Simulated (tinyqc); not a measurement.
Band-to-band tunnelling in a uniform field: complex band structure along [001] in sp3s* tight binding.

For k = (0, 0, kz) the phase sums are g0 = cos(phi) and g3 = i sin(phi), phi = kz a/4, and the s, pz, s* orbitals of anion (a) and cation (c) decouple from px, py. With z = exp(i phi), H(z) = H0 + z T + T^T/z for any complex z. H0 is diagonal (Esa, Epa, Exa, Esc, Epc, Exc). The anion-cation block is B(z) = z U + W/z and the cation-anion block z W^T + U^T/z, where U has Vss/2 (s,s), Vsapc/2 (s,z), -Vscpa/2 (z,s), Vxx/2 (z,z), Vxapc/2 (s*,z), -Vpaxc/2 (z,s*), and W has the same values with the s-z and s*-z signs reversed. |z| = 1 is a band state, |z| < 1 decays along [001] as exp(-kappa d) over a distance d, kappa = -(4/a) ln|z|. No spin-orbit coupling.

Constants: hbar^2/2m0 = 3.80998211 eV angstrom^2.

Parameters, chosen for this exercise (out of a larger set: near a published set for InP, fitted to gaps, whose masses and valley positions are rough (light masses up to twice too heavy); not measured data): p = (-8.499, 0.869, -1.473, 4.051, 8.217, 7.1, -5.4, 1.878, 4.251, 2.229, 5.548, 3.473, 4.502) eV (order Esa, Epa, Esc, Epc, Exa, Exc, Vss, Vxx, Vxy, Vsapc, Vscpa, Vxapc, Vpaxc); a = 5.865 angstrom (lattice constant).

Ev = -0.00133 eV
EG (direct gap) = 1.45747 eV

masses of this model, from the curvature at Gamma (m0): m_lh 0.09869, m_e 0.12956

WKB at zero transverse momentum: T = exp(-2 I/(eF)), I = integral of kappa dE across the direct gap (8 Gauss-Legendre points in theta, E = EG sin^2 theta, 0 to pi/2); 1 MV/cm = 0.01 V/angstrom. The two-band form gives I = (pi/8) sqrt(m/c) EG^(3/2) with m = 2 m_lh m_e/(m_lh + m_e).

Tunnelling:

| F (MV/cm) | path EG/eF (angstrom) | exponent 2I/eF | T, tight binding | T, two-band |
|---|---|---|---|---|
| 0.50 | 291.5 | 47.105 | 3.49e-21 | 2.61e-21 |
| 0.75 | 194.3 | 31.404 | 2.30e-14 | 1.90e-14 |
| 1.00 | 145.7 | 23.553 | 5.90e-11 | 5.11e-11 |
| 1.50 | 97.2 | 15.702 | 1.52e-07 | 1.38e-07 |
| 2.00 | 72.9 | 11.776 | 7.68e-06 | 7.15e-06 |
| 3.00 | 48.6 | 7.851 | 0.000389 | 0.000371 |
| 4.00 | 36.4 | 5.888 | 0.00277 | 0.00267 |

I, tight binding = 0.117763 eV/angstrom
I, two-band = 0.118487 eV/angstrom

The two-band integral is +0.61 % from the tight-binding one, which makes the two-band T 0.7486 times the other at 0.5 MV/cm and 0.9644 times at 4 MV/cm. Doubling the field from 1 to 2 MV/cm halves the exponent and raises T by a factor 1.3e+05.

(tinyqc, `OMP_NUM_THREADS=1 python tinyqc.py 1480745 1480746 out.jsonl`, Intel(R) Xeon(R) Processor @ 2.30GHz, 1 thread, shared host, about 0.01 s.)
